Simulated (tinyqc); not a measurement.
Worked calculation: Luttinger-Kohn k.p, four valence bands. One step of it, computed by the program tinyqc.

Question. Levels at k. Diagonalise the Hermitian matrix.

H(k) at k (eV):
```
                      3/2                  1/2                 -1/2                 -3/2
3/2              0.088761   0.084292+0.001720i  -0.025340-0.001720i             0.000000
1/2    0.084292-0.001720i             0.118022             0.000000  -0.025340-0.001720i
-1/2  -0.025340+0.001720i             0.000000             0.118022  -0.084292-0.001720i
-3/2             0.000000  -0.025340+0.001720i  -0.084292+0.001720i             0.088761
```

Give: eigenvalues.

Answer.

eigenvalues (eV): 0.0141  0.0141  0.1927  0.1927
